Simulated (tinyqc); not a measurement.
What each parameter does: temperature and isotope dependence of a band gap in oscillator models.

E(T) = E0 - sum_i sl_i th_i n_i(T), n = 1/(exp(th/T) - 1). The same coupling lowers the gap at 0 K by the zero-point term ZP = sum_i sl_i th_i/2, so the gap of the static lattice is E0 + ZP. Thermal expansion is taken as part of the slopes.

Parameters, chosen for this exercise (near those of Si; not measured data): E0 = 1.165 eV (gap at 0 K); th = (171, 548) K (temperatures of two oscillators); sl = (0.0578, 0.2462) meV/K (their high-temperature slopes); T = 400 K (temperature).

Gap at T, slope -sum sl_i (th_i/T)^2 n_i (1 + n_i) and ZP.

One parameter was then changed.

Results before and after:

| case | E(T) (eV) | dE/dT (meV/K) | ZP (meV) |
|---|---|---|---|
| base | 1.1005 | -0.2680 | 72.40 |
| changed | 1.0950 | -0.2850 | 73.88 |

Which of these changes was made? (a) sl = (0.0751, 0.2462) meV/K; (b) T = 440 K; (c) E0 = 1.175 eV; (d) th = (171, 657) K.

Answer: (a) sl = (0.0751, 0.2462) meV/K. Of the candidates, run in turn, only this one gives the changed row.

All candidates:

| case | E(T) (eV) | dE/dT (meV/K) | ZP (meV) |
|---|---|---|---|
| base | 1.1005 | -0.2680 | 72.40 |
| T = 440 K | 1.0897 | -0.2738 | 72.40 |
| E0 = 1.175 eV | 1.1105 | -0.2680 | 72.40 |
| th = (171, 657) K | 1.1077 | -0.2545 | 85.82 |
| sl = (0.0751, 0.2462) meV/K | 1.0950 | -0.2850 | 73.88 |

tinyqc: `OMP_NUM_THREADS=1 python tinyqc.py 1881174 1881175 out.jsonl`; about 0.01 s, one thread, shared Intel(R) Xeon(R) Processor @ 2.30GHz.
